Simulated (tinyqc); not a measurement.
Free-carrier optics of a doped semiconductor (Drude model), step by step. Values are carried at full precision from step to step, so a last printed digit may differ when a step is redone from the rounded ones.

eps(E) = ei [1 - Ep^2/(E^2 + i E Gam)], with Ep^2 = 8 pi c (e^2/(4 pi eps0)) N/(m ei), c = hbar^2/2m0, N in 1/angstrom^3 (1e-24 per 1/cm^3); Gam = hbar/tau, tau = mu m m0/e with m0/e = 5.685630e-12 kg/C and mu in m^2/(V s). Energies in meV.

Constants: hbar^2/2m0 = 3.80998211 eV angstrom^2; e^2/(4 pi eps0) = 14.39964547 eV angstrom; hbar = 6.58211957e-16 eV s; hbar c = 1973.269805 eV angstrom.

Parameters, chosen for this exercise (mass and dielectric values near those of Si; N and mu are free inputs; interband absorption and the rise of the mass with filling are left out; the results hold for these values, not for the real material):
- N = 3.1e+18 1/cm^3 (carrier density)
- m = 0.268 m0 (conductivity mass)
- mu = 77 cm^2/(V s) (mobility)
- ei = 11.84 (high-frequency dielectric constant)
- E = 101.1 meV (photon energy)

## Plasma energy and damping

Evaluate Ep, tau, Gam, the plasma wavelength hc/Ep (hc = 1239.841984 eV nm) and the dc resistivity 1/(e N mu), e = 1.602176634e-19 C.

Ep = 36.70 meV
tau = 11.73 fs
Gam = 56.10 meV
plasma wavelength = 33.78 micrometre
rho = 0.0261 ohm cm

Ep/Gam = 0.65: the free-carrier part of eps1 has no zero; the plasma mode is heavily damped.

## Dielectric function at one energy

Insert the numbers.

free-carrier term = -1.1931+0.6620i
eps = 10.6469+0.6620i

## Optical constants

n + i k = sqrt(eps1 + i eps2) with k >= 0; R = ((n - 1)^2 + k^2)/((n + 1)^2 + k^2) at normal incidence from vacuum; alpha = 2 E k/(hbar c), times 1e8 for 1/cm; loss function Im(-1/eps) = eps2/(eps1^2 + eps2^2).

Convert eps at the photon energy E (in meV) into the optical constants.

n = 3.2645
k = 0.1014
R = 0.2824
alpha = 1.04e+03 1/cm

Light of this energy penetrates 1/alpha = 9.62 micrometre.

## Checks

- Integral of E eps2 of the free-carrier term against (pi/2) ei Ep^2 (meV^2): both 25053.

Run: tinyqc, `OMP_NUM_THREADS=1 python tinyqc.py 1682025 1682026 out.jsonl`; Intel(R) Xeon(R) Processor @ 2.30GHz, one thread, shared host; about 0.01 s of CPU time with all checks.
